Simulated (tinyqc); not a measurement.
Power law or saturation: oxide trap near a transistor channel: two-state multiphonon kinetics, telegraph noise and bias instability. Computed by tinyqc, a small Python program. Command: `OMP_NUM_THREADS=1 python tinyqc.py 3013982 3013983 out.jsonl oxidetrap walk`. One thread of a shared host (Intel(R) Xeon(R) Processor @ 2.30GHz), about 0.01 s of CPU time with the checks.

An n-channel device under positive gate bias. The trap is empty (state 1) or holds an electron (state 2); both states are parabolas of equal curvature, and the electron reservoir is taken at the Fermi level of the channel.

Inputs (values chosen for the exercise, with an insulator like SiO2 on silicon):

| quantity | value | unit |
|---|---|---|
| attempt rate k_0 at the interface | 8e+12 | 1/s |
| temperature T | 450 | K |
| mean capture barrier mu_c | 1.1 | eV |
| spread of the barriers s_c | 0.29 | eV |
| saturation shift dV_max | 59 | mV |

Parts treated: one trap and an ensemble.

Constants: k_B = 8.617333262e-05 eV/K.

Method. For a normal spread of capture barriers (given for the stress field, with depth and field not resolved, k_0 being taken as the effective rate of the ensemble), traps with barrier below k_B T ln(k_0 t) are filled: dV(t) = (dV_max/2) erfc((mu_c - k_B T ln(k_0 t))/(sqrt(2) s_c)); local exponent n = d ln dV/d ln t (central difference, factor 1.01 in t). The extrapolation continues the power law fitted through 10 s and 1000 s.

Against stress time:

| t (s) | shift (mV) | local exponent | power law (mV) | shift at T + 50 K (mV) |
|---|---|---|---|---|
| 1.00e-03 | 13.478 | 0.17706 | 25.573 | 20.217 |
| 1.00e-01 | 26.491 | 0.11784 | 32.197 | 35.983 |
| 1.00e+01 | 40.538 | 0.06894 | 40.538 | 49.105 |
| 1.00e+03 | 51.039 | 0.03355 | 51.039 | 56.066 |
| 1.00e+05 | 56.475 | 0.01271 | 64.261 | 58.418 |
| 1.00e+07 | 58.423 | 0.00353 | 80.908 | 58.924 |
| 3.00e+08 | 58.844 | 0.00109 | 95.913 | 58.987 |

The exponent falls from 0.177 to 0.001 as the front climbs the distribution, so the power law overstates the shift at 3e8 s (about ten years) by a factor 1.63. Heating by 50 K raises the shift at 1000 s by a factor 1.10: time and temperature enter only through T ln(k_0 t).
